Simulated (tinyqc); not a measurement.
CCSD on RHF in the sto-6g basis, for BeH2, spin multiplicity 1, step by step. Computed by tinyqc, a small Python program that keeps every step (integrals from PySCF). Settings: charge = 0, multiplicity = 1, basis = sto-6g, method = RHF, energy threshold = 1e-10, iteration cap = 86, orthogonalisation = symmetric, start = Wolfsberg-Helmholz matrix, DIIS depth = 6, amplitude equations = CCSD, DIIS depth for amplitudes = 0, cap on updates = 71. Command: `OMP_NUM_THREADS=1 python tinyqc.py 26923 26924 out.jsonl` (the two numbers bound the seeds that draw the settings). One thread of a shared host (Intel(R) Xeon(R) Processor @ 2.60GHz), about 0.5 s of CPU time with the checks. The early iterations of the SCF are left out here.

## One-electron integrals

Geometry (angstrom):
```
atom,x,y,z
Be,0.000000,0.000000,0.000000
H,0.000000,1.442000,0.029000
H,0.000000,-1.442000,0.029000
```

Basis sto-6g: exponents (1/bohr^2) and contraction coefficients of normalised primitives:
```
element,l (shell),exponent,coefficient
Be,s (1),312.870494,0.009164
Be,s (1),57.364463,0.049361
Be,s (1),16.048509,0.168538
Be,s (1),5.513096,0.370563
Be,s (1),2.140897,0.416492
Be,s (1),0.881739,0.130334
Be,s (2),13.633247,-0.013253
Be,s (2),2.698375,-0.046992
Be,s (2),0.838653,-0.033785
Be,s (2),0.322660,0.250242
Be,s (2),0.140131,0.595117
Be,s (2),0.064233,0.240706
Be,p (3),13.633247,0.003760
Be,p (3),2.698375,0.037679
Be,p (3),0.838653,0.173897
Be,p (3),0.322660,0.418036
Be,p (3),0.140131,0.425860
Be,p (3),0.064233,0.101708
H,s (1),35.523221,0.009164
H,s (1),6.513144,0.049361
H,s (1),1.822143,0.168538
H,s (1),0.625955,0.370563
H,s (1),0.243077,0.416492
H,s (1),0.100112,0.130334
```

Overlap, kinetic and nuclear-attraction integrals over the contracted functions; the nuclear repulsion is the sum of Za Zb / Rab.

nuclear repulsion = 3.11868963 hartree

overlap S, lower triangle:
```
,1Be 1s,1Be 2s,1Be 2px,1Be 2py,1Be 2pz,2H 1s,3H 1s
1Be 1s,1.000000
1Be 2s,0.254764,1.000000
1Be 2px,0.000000,0.000000,1.000000
1Be 2py,0.000000,0.000000,0.000000,1.000000
1Be 2pz,0.000000,0.000000,0.000000,0.000000,1.000000
2H 1s,0.057458,0.420149,0.000000,0.494650,0.009948,1.000000
3H 1s,0.057458,0.420149,0.000000,-0.494650,0.009948,0.026705,1.000000
```

kinetic energy T (hartree), lower triangle:
```
,1Be 1s,1Be 2s,1Be 2px,1Be 2py,1Be 2pz,2H 1s,3H 1s
1Be 1s,6.768753
1Be 2s,-0.207382,0.220121
1Be 2px,0.000000,0.000000,0.661265
1Be 2py,0.000000,0.000000,0.000000,0.661265
1Be 2pz,0.000000,0.000000,0.000000,0.000000,0.661265
2H 1s,-0.013728,0.054313,0.000000,0.160958,0.003237,0.768522
3H 1s,-0.013728,0.054313,0.000000,-0.160958,0.003237,-0.006610,0.768522
```

nuclear attraction V (hartree), lower triangle:
```
,1Be 1s,1Be 2s,1Be 2px,1Be 2py,1Be 2pz,2H 1s,3H 1s
1Be 1s,-15.448592
1Be 2s,-1.837675,-2.998031
1Be 2px,0.000000,0.000000,-2.928249
1Be 2py,0.000000,0.000000,0.000000,-3.137234
1Be 2pz,-0.000658,-0.005475,0.000000,0.000000,-2.928334
2H 1s,-0.452218,-1.194480,0.000000,-1.378853,-0.028285,-2.883188
3H 1s,-0.452218,-1.194480,0.000000,1.378853,-0.028285,-0.085744,-2.883188
```

core Hamiltonian H = T + V (hartree), lower triangle:
```
,1Be 1s,1Be 2s,1Be 2px,1Be 2py,1Be 2pz,2H 1s,3H 1s
1Be 1s,-8.679839
1Be 2s,-2.045057,-2.777910
1Be 2px,0.000000,0.000000,-2.266984
1Be 2py,0.000000,0.000000,0.000000,-2.475968
1Be 2pz,-0.000658,-0.005475,0.000000,0.000000,-2.267068
2H 1s,-0.465945,-1.140167,0.000000,-1.217895,-0.025048,-2.114666
3H 1s,-0.465945,-1.140167,0.000000,1.217895,-0.025048,-0.092354,-2.114666
```

## Two-electron integrals

Functions are numbered as in S; the eight-fold symmetry (ij|kl) = (ji|kl) = (kl|ij) leaves the list below.

Two-electron integrals (ij|kl) in chemists' order, unique and non-zero (hartree):
```
i,j,k,l,(ij|kl)
1,1,1,1,2.299996
2,1,1,1,0.361879
2,1,2,1,0.071926
2,2,1,1,0.570332
2,2,2,1,0.139654
2,2,2,2,0.417773
3,1,3,1,0.015252
3,2,3,1,0.022555
3,2,3,2,0.092340
3,3,1,1,0.570332
3,3,2,1,0.139654
3,3,2,2,0.417773
3,3,3,3,0.450117
4,1,4,1,0.015252
4,2,4,1,0.022555
4,2,4,2,0.092340
4,3,4,3,0.024258
4,4,1,1,0.570332
4,4,2,1,0.139654
4,4,2,2,0.417773
4,4,3,3,0.401601
4,4,4,4,0.450117
5,1,5,1,0.015252
5,2,5,1,0.022555
5,2,5,2,0.092340
5,3,5,3,0.024258
5,4,5,4,0.024258
5,5,1,1,0.570332
5,5,2,1,0.139654
5,5,2,2,0.417773
5,5,3,3,0.401601
5,5,4,4,0.401601
5,5,5,5,0.450117
6,1,1,1,0.083910
6,1,2,1,0.016193
6,1,2,2,0.031305
6,1,3,3,0.031047
6,1,4,1,0.001601
6,1,4,2,0.003103
6,1,4,4,0.031822
6,1,5,1,0.000032
6,1,5,2,0.000062
6,1,5,4,0.000016
6,1,5,5,0.031048
6,1,6,1,0.003856
6,2,1,1,0.198033
6,2,2,1,0.049240
6,2,2,2,0.159926
6,2,3,3,0.153937
6,2,4,1,0.006873
6,2,4,2,0.040179
6,2,4,4,0.171895
6,2,5,1,0.000138
6,2,5,2,0.000808
6,2,5,4,0.000361
6,2,5,5,0.153944
6,2,6,1,0.012251
6,2,6,2,0.090597
6,3,3,1,0.004791
6,3,3,2,0.021700
6,3,4,3,0.007003
6,3,5,3,0.000141
6,3,6,3,0.008396
6,4,1,1,0.211821
6,4,2,1,0.053345
6,4,2,2,0.181079
6,4,3,3,0.170444
6,4,4,1,0.011128
6,4,4,2,0.062658
6,4,4,4,0.202342
6,4,5,1,0.000127
6,4,5,2,0.000824
6,4,5,4,0.000501
6,4,5,5,0.170451
6,4,6,1,0.013936
6,4,6,2,0.116792
6,4,6,4,0.155571
6,5,1,1,0.004260
6,5,2,1,0.001073
6,5,2,2,0.003642
6,5,3,3,0.003428
6,5,4,1,0.000127
6,5,4,2,0.000824
6,5,4,4,0.003788
6,5,5,1,0.004794
6,5,5,2,0.021716
6,5,5,4,0.007010
6,5,5,5,0.003710
6,5,6,1,0.000280
6,5,6,2,0.002349
6,5,6,4,0.002960
6,5,6,5,0.008455
6,6,1,1,0.364666
6,6,2,1,0.092528
6,6,2,2,0.335248
6,6,3,3,0.311054
6,6,4,1,0.015313
6,6,4,2,0.114552
6,6,4,4,0.383606
6,6,5,1,0.000308
6,6,5,2,0.002304
6,6,5,4,0.001459
6,6,5,5,0.311083
6,6,6,1,0.023840
6,6,6,2,0.240610
6,6,6,4,0.329433
6,6,6,5,0.006625
6,6,6,6,0.774999
7,1,1,1,0.083910
7,1,2,1,0.016193
7,1,2,2,0.031305
7,1,3,3,0.031047
7,1,4,1,-0.001601
7,1,4,2,-0.003103
7,1,4,4,0.031822
7,1,5,1,0.000032
7,1,5,2,0.000062
7,1,5,4,-0.000016
7,1,5,5,0.031048
7,1,6,1,0.003491
7,1,6,2,0.010145
7,1,6,4,0.010556
7,1,6,5,0.000233
7,1,6,6,0.018785
7,1,7,1,0.003856
7,2,1,1,0.198033
7,2,2,1,0.049240
7,2,2,2,0.159926
7,2,3,3,0.153937
7,2,4,1,-0.006873
7,2,4,2,-0.040179
7,2,4,4,0.171895
7,2,5,1,0.000138
7,2,5,2,0.000808
7,2,5,4,-0.000361
7,2,5,5,0.153944
7,2,6,1,0.010145
7,2,6,2,0.047419
7,2,6,4,0.048835
7,2,6,5,0.001210
7,2,6,6,0.092932
7,2,7,1,0.012251
7,2,7,2,0.090597
7,3,3,1,0.004791
7,3,3,2,0.021700
7,3,4,3,-0.007003
7,3,5,3,0.000141
7,3,6,3,0.003487
7,3,7,3,0.008396
7,4,1,1,-0.211821
7,4,2,1,-0.053345
7,4,2,2,-0.181079
7,4,3,3,-0.170444
7,4,4,1,0.011128
7,4,4,2,0.062658
7,4,4,4,-0.202342
7,4,5,1,-0.000127
7,4,5,2,-0.000824
7,4,5,4,0.000501
7,4,5,5,-0.170451
7,4,6,1,-0.010556
7,4,6,2,-0.048835
7,4,6,4,-0.048280
7,4,6,5,-0.001227
7,4,6,6,-0.094207
7,4,7,1,-0.013936
7,4,7,2,-0.116792
7,4,7,4,0.155571
7,5,1,1,0.004260
7,5,2,1,0.001073
7,5,2,2,0.003642
7,5,3,3,0.003428
7,5,4,1,-0.000127
7,5,4,2,-0.000824
7,5,4,4,0.003788
7,5,5,1,0.004794
7,5,5,2,0.021716
7,5,5,4,-0.007010
7,5,5,5,0.003710
7,5,6,1,0.000233
7,5,6,2,0.001210
7,5,6,4,0.001227
7,5,6,5,0.003517
7,5,6,6,0.002424
7,5,7,1,0.000280
7,5,7,2,0.002349
7,5,7,4,-0.002960
7,5,7,5,0.008455
7,6,1,1,0.015524
7,6,2,1,0.003756
7,6,2,2,0.011178
7,6,3,3,0.010960
7,6,4,4,0.011611
7,6,5,1,0.000020
7,6,5,2,0.000097
7,6,5,5,0.010962
7,6,6,1,0.000848
7,6,6,2,0.004496
7,6,6,4,0.005225
7,6,6,5,0.000126
7,6,6,6,0.009996
7,6,7,1,0.000848
7,6,7,2,0.004496
7,6,7,4,-0.005225
7,6,7,5,0.000126
7,6,7,6,0.000307
7,7,1,1,0.364666
7,7,2,1,0.092528
7,7,2,2,0.335248
7,7,3,3,0.311054
7,7,4,1,-0.015313
7,7,4,2,-0.114552
7,7,4,4,0.383606
7,7,5,1,0.000308
7,7,5,2,0.002304
7,7,5,4,-0.001459
7,7,5,5,0.311083
7,7,6,1,0.018785
7,7,6,2,0.092932
7,7,6,4,0.094207
7,7,6,5,0.002424
7,7,6,6,0.183464
7,7,7,1,0.023840
7,7,7,2,0.240610
7,7,7,4,-0.329433
7,7,7,5,0.006625
7,7,7,6,0.009996
7,7,7,7,0.774999
```

## Orthogonalisation

S = U s U^T; symmetric (Loewdin) form X = U s^(-1/2) U^T, so that X^T S X = 1.

eigenvalues of S: 0.286979  0.390977  0.945031  1.000000  1.000556  1.686316  1.690141

X, lower triangle:
```
,1Be 1s,1Be 2s,1Be 2px,1Be 2py,1Be 2pz,2H 1s,3H 1s
1Be 1s,1.027232
1Be 2s,-0.148276,1.208919
1Be 2px,0.000000,0.000000,1.000000
1Be 2py,0.000000,0.000000,0.000000,1.307922
1Be 2pz,-0.000356,0.004253,0.000000,0.000000,1.000099
2H 1s,0.017782,-0.272766,0.000000,-0.387647,-0.006350,1.244736
3H 1s,0.017782,-0.272766,0.000000,0.387647,-0.006350,-0.084114,1.244736
```

## Iteration 7 (converged): orbitals

converged F (hartree), lower triangle:
```
,1Be 1s,1Be 2s,1Be 2px,1Be 2py,1Be 2pz,2H 1s,3H 1s
1Be 1s,-4.593609
1Be 2s,-1.248997,-0.584069
1Be 2px,0.000000,0.000000,0.210015
1Be 2py,0.000000,0.000000,0.000000,-0.196123
1Be 2pz,0.000433,-0.004088,0.000000,0.000000,0.209906
2H 1s,-0.286682,-0.377481,0.000000,-0.321046,-0.005133,-0.277388
3H 1s,-0.286682,-0.377481,0.000000,0.321046,-0.005133,-0.031855,-0.277388
```

Diagonalise F' = X^T F X, C = X C', fill 3 alpha and 3 beta electrons from the bottom; D = 2 C_occ C_occ^T. Each column has its largest component positive (the first on a tie).

F' = X^T F X (hartree), lower triangle:
```
,1,2,3,4,5,6,7
1,-4.496728
2,-0.655744,-0.101337
3,0.000000,0.000000,0.210015
4,0.000000,0.000000,0.000000,0.241806
5,0.000366,0.001771,0.000000,0.000000,0.210049
6,-0.034008,-0.308464,0.000000,-0.428560,-0.006386,0.070667
7,-0.034008,-0.308464,0.000000,0.428560,-0.006386,-0.098334,0.070667
```

orbital energies (hartree): MO1 -4.595174, MO2 -0.440015, MO3 -0.401764, MO4 0.209807, MO5 0.210015, MO6 0.409699, MO7 0.812571

coefficients C:
```
,MO1,MO2,MO3,MO4,MO5,MO6,MO7
1Be 1s,0.994680,-0.207241,0.000000,0.009455,0.000000,-0.213067,0.000000
1Be 2s,0.021263,0.574746,0.000000,-0.043454,0.000000,1.140008,0.000000
1Be 2px,0.000000,0.000000,0.000000,0.000000,1.000000,0.000000,0.000000
1Be 2py,0.000000,0.000000,0.497589,0.000000,0.000000,0.000000,1.328008
1Be 2pz,-0.000031,0.004675,0.000000,0.999030,0.000000,0.047050,0.000000
2H 1s,-0.002380,0.396654,0.418289,0.019434,0.000000,-0.768480,-0.926405
3H 1s,-0.002380,0.396654,-0.418289,0.019434,0.000000,-0.768480,0.926405
```

D after iteration 7, lower triangle:
```
,1Be 1s,1Be 2s,1Be 2px,1Be 2py,1Be 2pz,2H 1s,3H 1s
1Be 1s,2.064676
1Be 2s,-0.195922,0.661569
1Be 2px,0.000000,0.000000,0.000000
1Be 2py,0.000000,0.000000,0.000000,0.495190
1Be 2pz,-0.002000,0.005373,0.000000,0.000000,0.000044
2H 1s,-0.169141,0.455849,0.000000,0.416272,0.003709,0.664612
3H 1s,-0.169141,0.455849,0.000000,-0.416272,0.003709,-0.035251,0.664612
```

## Convergence

Stop when the energy changes by less than 1e-10 hartree and every element of the error matrix X^T (F D S - S D F) X is below 3e-06.

Course of the cycle:
```
iteration,E (hartree),change,largest element of the error matrix
1,-15.68546897,-,1.50e-01
2,-15.70789126,-2.24e-02,1.68e-02
3,-15.70829407,-4.03e-04,1.96e-03
4,-15.70830387,-9.80e-06,6.90e-05
5,-15.70830389,-1.79e-08,1.74e-05
6,-15.70830389,-8.84e-10,2.13e-07
7,-15.70830389,-4.97e-14,4.80e-10
```

PySCF RHF in the same basis = -15.70830389 hartree

Converged in 7 iterations.

## Integrals over molecular orbitals

(pq|rs) = sum C_ip C_jq C_kr C_ls (ij|kl), one index at a time.

one-electron integrals over orbitals h = C^T H C (hartree), lower triangle:
```
,1,2,3,4,5,6,7
1,-8.670880
2,0.215099,-2.384500
3,0.000000,0.000000,-2.334660
4,-0.010632,0.003472,0.000000,-2.266653
5,0.000000,0.000000,0.000000,0.000000,-2.266984
6,0.209698,-0.219352,0.000000,-0.010231,0.000000,-1.929210
7,0.000000,0.000000,-0.299050,0.000000,0.000000,0.000000,-1.844461
```

Two-electron integrals over orbitals (pq|rs), unique and non-zero (hartree):
```
p,q,r,s,(pq|rs)
1,1,1,1,2.280721
2,1,1,1,-0.192184
2,1,2,1,0.025407
2,2,1,1,0.473356
2,2,2,1,-0.006042
2,2,2,2,0.386732
3,1,3,1,0.005572
3,2,3,1,0.012376
3,2,3,2,0.162951
3,3,1,1,0.439625
3,3,2,1,-0.002248
3,3,2,2,0.399700
3,3,3,3,0.422769
4,1,1,1,0.008845
4,1,2,1,-0.001086
4,1,2,2,0.000679
4,1,3,3,0.000374
4,1,4,1,0.016064
4,2,1,1,-0.004063
4,2,2,1,0.000349
4,2,2,2,0.001987
4,2,3,3,0.002126
4,2,4,1,0.014815
4,2,4,2,0.047747
4,3,3,1,-0.000029
4,3,3,2,0.002672
4,3,4,3,0.013623
4,4,1,1,0.569945
4,4,2,1,-0.007153
4,4,2,2,0.360673
4,4,3,3,0.346328
4,4,4,1,-0.001143
4,4,4,2,-0.005589
4,4,4,4,0.450274
5,1,5,1,0.016036
5,2,5,1,0.014849
5,2,5,2,0.047738
5,3,5,3,0.013554
5,4,5,1,-0.000707
5,4,5,2,-0.001868
5,4,5,4,0.024318
5,5,1,1,0.570055
5,5,2,1,-0.007142
5,5,2,2,0.360759
5,5,3,3,0.346349
5,5,4,1,0.000269
5,5,4,2,-0.001862
5,5,4,4,0.401559
5,5,5,5,0.450117
6,1,1,1,-0.197881
6,1,2,1,0.026881
6,1,2,2,-0.006582
6,1,3,3,-0.003314
6,1,4,1,-0.000564
6,1,4,2,0.000838
6,1,4,4,-0.005206
6,1,5,5,-0.005141
6,1,6,1,0.028636
6,2,1,1,0.130319
6,2,2,1,-0.006735
6,2,2,2,-0.019977
6,2,3,3,-0.043636
6,2,4,1,0.000822
6,2,4,2,-0.000805
6,2,4,4,0.060348
6,2,5,5,0.060574
6,2,6,1,-0.005440
6,2,6,2,0.080845
6,3,3,1,-0.001239
6,3,3,2,-0.092845
6,3,4,3,-0.002207
6,3,6,3,0.084054
6,4,1,1,0.003372
6,4,2,1,0.000125
6,4,2,2,0.000629
6,4,3,3,-0.000673
6,4,4,1,0.016311
6,4,4,2,0.046763
6,4,4,4,-0.001202
6,4,5,5,0.001349
6,4,6,1,0.000778
6,4,6,2,0.004475
6,4,6,4,0.050705
6,5,5,1,0.016376
6,5,5,2,0.047023
6,5,5,4,-0.001282
6,5,6,5,0.050905
6,6,1,1,0.480170
6,6,2,1,-0.007310
6,6,2,2,0.387770
6,6,3,3,0.398282
6,6,4,1,0.001799
6,6,4,2,0.005244
6,6,4,4,0.362317
6,6,5,5,0.362620
6,6,6,1,-0.007303
6,6,6,2,-0.028767
6,6,6,4,0.003553
6,6,6,6,0.404050
7,1,3,1,0.010549
7,1,3,2,0.018979
7,1,4,3,-0.000130
7,1,6,3,-0.000603
7,1,7,1,0.020240
7,2,3,1,0.004074
7,2,3,2,-0.042803
7,2,4,3,-0.002369
7,2,6,3,0.062276
7,2,7,1,0.007839
7,2,7,2,0.057751
7,3,1,1,0.146153
7,3,2,1,-0.004309
7,3,2,2,-0.003180
7,3,3,3,-0.019152
7,3,4,1,-0.000054
7,3,4,2,-0.003341
7,3,4,4,0.065008
7,3,5,5,0.065025
7,3,6,1,-0.003494
7,3,6,2,0.076364
7,3,6,4,0.001837
7,3,6,6,-0.021516
7,3,7,3,0.085211
7,4,3,1,-0.000541
7,4,3,2,-0.005611
7,4,4,3,0.013461
7,4,6,3,0.003370
7,4,7,1,-0.000916
7,4,7,2,0.000949
7,4,7,4,0.016958
7,5,5,3,0.013549
7,5,7,5,0.016746
7,6,3,1,0.010504
7,6,3,2,0.141874
7,6,4,3,0.002967
7,6,6,3,-0.092063
7,6,7,1,0.016530
7,6,7,2,-0.051783
7,6,7,4,-0.004853
7,6,7,6,0.138189
7,7,1,1,0.562384
7,7,2,1,-0.007766
7,7,2,2,0.415073
7,7,3,3,0.432660
7,7,4,1,0.000230
7,7,4,2,0.000432
7,7,4,4,0.384655
7,7,5,5,0.384590
7,7,6,1,-0.008073
7,7,6,2,-0.027078
7,7,6,4,-0.001361
7,7,6,6,0.424638
7,7,7,3,-0.003657
7,7,7,7,0.472104
```

## CCSD: starting amplitudes

t_ij^ab = <ij||ab> / (e_i + e_j - e_a - e_b), whose energy is MP2.

Starting amplitudes (spin orbitals 1a, 1b, ...; amplitudes related by a flip of all spins are not repeated; the 24 largest):
```
from,to,t
3a 3b,6a 6b,-0.051791
2a 2b,6a 6b,-0.047572
2a 3b,6a 7b,-0.036997
2a 2b,4a 4b,-0.036738
2a 2b,5a 5b,-0.036720
3a 3b,7a 7b,-0.035085
2a 3b,6b 7a,0.030172
2a 2b,7a 7b,-0.023053
3a 3b,4a 4b,-0.011138
3a 3b,5a 5b,-0.011078
2a 3a,6a 7a,-0.006825
1a 1b,6a 6b,-0.002861
1a 2b,5a 5b,-0.002722
1a 2b,4a 4b,-0.002716
1a 1b,7a 7b,-0.001871
2a 3b,4a 7b,0.001792
1a 1b,4a 4b,-0.001672
1a 1b,5a 5b,-0.001669
3a 3b,4a 6b,0.001551
2a 3b,4b 7a,-0.001271
1a 2b,7a 7b,-0.001177
1a 2b,6a 6b,0.000929
1a 3b,6a 7b,0.000562
2a 2b,4a 6b,0.000537
```

correlation energy = -0.02632731 hartree

## CCSD: amplitude update 1

t_i^a D_i^a and t_ij^ab D_ij^ab are set to the remaining terms of the spin-orbital equations, evaluated with the old amplitudes; for the doubles these are <ij||ab> + 1/2 <ab||ef> t_ij^ef + 1/2 <mn||ij> t_mn^ab + P(ij)P(ab) <mb||ej> t_im^ae + terms in t^2 + terms with t1, D the orbital-energy denominators.

Amplitudes after update 1 (spin orbitals 1a, 1b, ...; amplitudes related by a flip of all spins are not repeated; the 24 largest):
```
from,to,t
3a 3b,6a 6b,-0.071872
2a 2b,6a 6b,-0.062097
2a 3b,6a 7b,-0.051071
2a 2b,4a 4b,-0.046334
2a 2b,5a 5b,-0.046311
3a 3b,7a 7b,-0.044977
2a 3b,6b 7a,0.043346
2a 2b,7a 7b,-0.030339
3a 3b,4a 4b,-0.007796
2a 3a,6a 7a,-0.007724
3a 3b,5a 5b,-0.007693
2a,6a,0.005526
1a 2b,5a 5b,-0.003001
1a 2b,4a 4b,-0.002994
3a 3b,4a 6b,0.002527
2a 3b,4a 7b,0.002432
1a 1b,6a 6b,-0.002395
2a 3b,4b 7a,-0.001821
1a 1b,7a 7b,-0.001698
1a 1b,4a 4b,-0.001555
1a 1b,5a 5b,-0.001553
1a 2b,7a 7b,-0.001351
3a,7a,-0.001065
1a 2b,6a 6b,0.001017
```

correlation energy = -0.03510284 hartree

## CCSD: amplitude update 2

As before.

Amplitudes after update 2 (spin orbitals 1a, 1b, ...; amplitudes related by a flip of all spins are not repeated; the 24 largest):
```
from,to,t
3a 3b,6a 6b,-0.081301
2a 2b,6a 6b,-0.067003
2a 3b,6a 7b,-0.055820
2a 2b,4a 4b,-0.049728
2a 2b,5a 5b,-0.049700
3a 3b,7a 7b,-0.048239
2a 3b,6b 7a,0.047974
2a 2b,7a 7b,-0.032941
2a,6a,0.008482
2a 3a,6a 7a,-0.007846
3a 3b,4a 4b,-0.004402
3a 3b,5a 5b,-0.004271
3a 3b,4a 6b,0.003110
1a 2b,5a 5b,-0.003024
1a 2b,4a 4b,-0.003017
2a 3b,4a 7b,0.002661
1a 1b,6a 6b,-0.002368
2a 3b,4b 7a,-0.002031
3a,7a,-0.001884
1a 1b,7a 7b,-0.001699
1a 1b,4a 4b,-0.001551
1a 1b,5a 5b,-0.001549
1a 2b,7a 7b,-0.001392
1a 2b,6a 6b,0.001045
```

correlation energy = -0.03826111 hartree

## CCSD: amplitude update 3

As before.

Amplitudes after update 3 (spin orbitals 1a, 1b, ...; amplitudes related by a flip of all spins are not repeated; the 24 largest):
```
from,to,t
3a 3b,6a 6b,-0.085691
2a 2b,6a 6b,-0.068406
2a 3b,6a 7b,-0.057566
2a 2b,4a 4b,-0.051256
2a 2b,5a 5b,-0.051226
2a 3b,6b 7a,0.049626
3a 3b,7a 7b,-0.049210
2a 2b,7a 7b,-0.033801
2a,6a,0.009986
2a 3a,6a 7a,-0.007940
3a 3b,4a 6b,0.003424
1a 2b,5a 5b,-0.003029
1a 2b,4a 4b,-0.003023
2a 3b,4a 7b,0.002758
3a,7a,-0.002488
3a 3b,4a 4b,-0.002337
1a 1b,6a 6b,-0.002337
3a 3b,5a 5b,-0.002190
2a 3b,4b 7a,-0.002121
1a 1b,7a 7b,-0.001695
1a 1b,4a 4b,-0.001545
1a 1b,5a 5b,-0.001543
1a 2b,7a 7b,-0.001410
2a,4a,-0.001286
```

correlation energy = -0.03944142 hartree

## CCSD: convergence

E_corr = 1/4 sum <ij||ab> t_ij^ab + 1/2 sum <ij||ab> t_i^a t_j^b; stop when the norm of the change is below 1e-8.

Course of the amplitude iterations:
```
update,correlation energy (hartree),norm of the change
0,-0.02632731,-
1,-0.03510284,8.34e-02
2,-0.03826111,3.29e-02
3,-0.03944142,1.40e-02
4,-0.03990218,6.49e-03
5,-0.04008951,3.23e-03
6,-0.04016900,1.71e-03
7,-0.04020427,9.44e-04
8,-0.04022067,5.34e-04
9,-0.04022864,3.06e-04
10,-0.04023267,1.77e-04
11,-0.04023479,1.02e-04
12,-0.04023593,5.96e-05
13,-0.04023656,3.47e-05
...,...,...
16,-0.04023723,6.88e-06
17,-0.04023730,4.02e-06
18,-0.04023734,2.35e-06
19,-0.04023736,1.37e-06
20,-0.04023737,8.00e-07
21,-0.04023738,4.67e-07
22,-0.04023739,2.73e-07
23,-0.04023739,1.60e-07
24,-0.04023739,9.32e-08
25,-0.04023739,5.45e-08
26,-0.04023739,3.18e-08
27,-0.04023739,1.86e-08
28,-0.04023739,1.09e-08
29,-0.04023739,6.35e-09
```

Converged amplitudes (spin orbitals 1a, 1b, ...; amplitudes related by a flip of all spins are not repeated; the 24 largest):
```
from,to,t
3a 3b,6a 6b,-0.090092
2a 2b,6a 6b,-0.068211
2a 3b,6a 7b,-0.058733
2a 2b,4a 4b,-0.053121
2a 2b,5a 5b,-0.053087
2a 3b,6b 7a,0.050397
3a 3b,7a 7b,-0.049365
2a 2b,7a 7b,-0.034299
2a,6a,0.011790
2a 3a,6a 7a,-0.008335
3a 3b,4a 6b,0.003789
3a,7a,-0.003378
1a 2b,5a 5b,-0.003037
1a 2b,4a 4b,-0.003030
2a 3b,4a 7b,0.002858
1a 1b,6a 6b,-0.002315
2a 3b,4b 7a,-0.002203
1a 1b,7a 7b,-0.001696
2a,4a,-0.001645
1a 1b,4a 4b,-0.001540
1a 1b,5a 5b,-0.001538
1a 2b,7a 7b,-0.001432
1a 2b,6a 6b,0.001061
2a 2b,4a 6b,0.000910
```

CCSD total energy = -15.74854128 hartree

T1 diagnostic, norm of the one-spin t1 over sqrt(correlated electrons) = 0.005054

Converged in 29 updates.
